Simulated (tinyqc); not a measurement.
Koster-Slater impurity in a tight-binding band, by Green functions and by supercells: one step, computed by the program tinyqc. Command: `OMP_NUM_THREADS=1 python tinyqc.py 3010918 3010919 out.jsonl kosterslater walk`. One thread of a shared host (Intel(R) Xeon(R) Processor @ 2.30GHz), about 0.06 s of CPU time with the checks.

One orbital per site, e(k) = -2 t sum cos(k_i) over 3 direction(s), band from -6 t to 6 t, lattice constant 1. One site has the extra energy U. Spin is left out.

Task: The supercell Hamiltonian at Gamma. H_ij = -t for each bond from i to j, images included (two bonds add when N = 2); H_11 = U; sites are numbered with the last coordinate running fastest. Diagonalise.

Inputs (values chosen for the exercise, for a model band): hopping t = 0.54 eV; impurity potential U = -3.05 eV; supercell edge N = 2 sites.

Lattice: simple cubic.

Give: H; levels.

Result:

H (eV), lower triangle (symmetric):
```
       1      2      3      4      5      6      7     8
1  -3.05
2  -1.08   0.00
3  -1.08   0.00   0.00
4   0.00  -1.08  -1.08   0.00
5  -1.08   0.00   0.00   0.00   0.00
6   0.00  -1.08   0.00   0.00  -1.08   0.00
7   0.00   0.00  -1.08   0.00  -1.08   0.00   0.00
8   0.00   0.00   0.00  -1.08   0.00  -1.08  -1.08  0.00
```

levels (eV): -4.2571  -2.2540  -1.0800  -1.0800  0.4195  1.0800  1.0800  3.0416
